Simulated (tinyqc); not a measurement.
Resistance of a tapered via with liner, size effect and interface: two steps of the calculation.

A round via whose diameter grows from db at the bottom as D(z) = db + 2 z/tan(ang). The fill, of diameter D - 2 tl, starts above the bottom liner (thickness fb tl) and has rho = rho0 (1 + ks lam/(D - 2 tl)); the sidewall liner conducts in parallel with it. The bottom liner and the interface are crossed over the full area pi db^2/4. Spreading in the lines above and below is left out.

Parameters, values chosen for the exercise; fill metal close to cobalt:
```
symbol    value      unit                                               meaning
db           17        nm                                diameter at the bottom
hv           30        nm                                                height
ang          89   degrees                                        sidewall angle
rho0       6.23   uohm cm                          bulk resistivity of the fill
lam        11.9        nm                            mean free path of the fill
ks          1.2                                              size-effect factor
tl          1.4        nm                                 liner on the sidewall
fb            1                   liner at the bottom over that on the sidewall
rl          370   uohm cm                              resistivity of the liner
ri      1.5e-12  ohm cm^2                   interface resistivity at the bottom
Sb         1e15     S/m^2  ballistic conductance per area, about 3/(4 rho0 lam)
```

Problem 1. Slices of the via. Slices between z0 = fb tl and hv, evaluated at their midpoints: conductance per length pi/4 [(D - 2 tl)^2/rho + (D^2 - (D - 2 tl)^2)/rl], slice resistance = slice height over that. 7 slices.

Give: z; D; rho; slice resistance.

Solution 1.

```
slice  z (nm)  D (nm)  rho (uohm cm)  slice resistance (ohm)
0      3.4429  17.120         12.443                  3.1115
1      7.5286  17.263         12.381                  3.0360
2      11.614  17.405         12.321                  2.9632
3      15.700  17.548         12.262                  2.8929
4      19.786  17.691         12.204                  2.8250
5      23.871  17.833         12.148                  2.7593
6      27.957  17.976         12.092                  2.6958
```

Problem 2. Total resistance. R_fill = sum of the slices; R_bottom = rl fb tl/(pi db^2/4); R_interface = ri/(pi db^2/4); ballistic (Sharvin) limit 1/(Sb pi (db - 2 tl)^2/4); ideal cylinder rho0 hv/(pi db^2/4).

slice resistance, slice 0 to 6 (ohm): [3.1114579, 3.0360437, 2.9632311, 2.8929053, 2.8249572, 2.7592837, 2.6957873]

Give: parts; R; shares; ballistic limit; ideal cylinder.

Solution 2.

parts (ohm): fill 20.28, bottom liner 22.82, interface 0.6609
R = 43.77 ohm
shares (%): fill 46.35, bottom liner 52.14, interface 1.51
ballistic limit = 6.314 ohm
ideal cylinder = 8.234 ohm

The bottom liner is the largest part, and R is 5.32 times the ideal cylinder. With 2000 slices R = 43.767 ohm.

tinyqc, about 0.01 s, one thread, Intel Xeon 2.30GHz (shared host): `OMP_NUM_THREADS=1 python tinyqc.py 2750092 2750093 out.jsonl`
